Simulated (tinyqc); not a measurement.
# Changing the HF added

Model: speciation in dilute and buffered hydrofluoric acid, oxide etch rate and bath loading. Computed by tinyqc, a small Python program. Command: `OMP_NUM_THREADS=1 python tinyqc.py 3120729 3120730 out.jsonl hfetch sweep`. One thread of a shared host (Intel(R) Xeon(R) Processor @ 2.30GHz), about 0.01 s of CPU time with the checks.

Concentrations stand for activities, NH4+ and Cl- are spectators, and water ionisation is neglected. H, F and HF2 denote the ions H+, F- and HF2-. The base temperature is 298 K.

Inputs (values chosen for the exercise, of the order of those for thermal oxide at room temperature): NH4F added = 0 mol/L; HCl added = 0 mol/L; K1 = [H][F]/[HF] = 0.00073 mol/L; K2 = [HF2]/([HF][F]) = 4 L/mol; K3 = [H2F2]/[HF]^2 = 0 L/mol; rate constant of neutral HF k_a = 16 nm L/(min mol); rate constant of HF2 k_b = 62 nm L/(min mol); activation energy = 0.38 eV; temperature error = 2 K; oxide removed per wafer = 1.5 nm.

Constants: k_B = 8.617333262e-05 eV/K.

Method:
- Fluoride balance: [HF] + [F] + 2 [HF2] + 2 [H2F2] = HF added + NH4F added. Acid balance: [H] + [HF] + [HF2] + 2 [H2F2] = HF added + HCl added. For a trial [H], [HF] = [H][F]/K1, and the fluoride balance is a quadratic in [F].
- The root is refined to 1e-13 in pH = -log10 [H].
- Rate = k_a ([HF] + 2 [H2F2]) + k_b [HF2], an empirical two-term form.
- Time = oxide/rate; a temperature error changes the rate by exp((E_a/k_B)(1/298 - 1/(298 + error))) - 1.

One run for each value:
```
HF added (mol/L)  etch rate (nm/min)     pH  share of HF2 in the rate (%)  [HF2] (mol/L)
0.005                      5.562e-02  2.800                          2.37      2.123e-05
0.012                      1.540e-01  2.577                          3.81      9.454e-05
0.028                      3.959e-01  2.365                          5.76      3.680e-04
0.067                      1.019e+00  2.140                          8.35      1.373e-03
0.16                       2.569e+00  1.893                         11.20      4.643e-03
0.37                       6.164e+00  1.624                         13.66      1.358e-02
0.89                       1.519e+01  1.304                         15.46      3.786e-02
2.1                        3.628e+01  0.963                         16.44      9.624e-02
5                          8.691e+01  0.601                         16.93      2.373e-01
```

Over the rows, etch rate (nm/min) rises from 0.0556 to 86.9 (exponent d ln y / d ln x 1.2 between the first rows and 1.0 between the last); pH falls from 2.80 to 0.601; share of HF2 in the rate (%) rises from 2.37 to 16.9 (exponent d ln y / d ln x 0.54 between the first rows and 0.034 between the last). At the high end the exponent of etch rate is 1.01, close to 1: the rate follows the acid added.
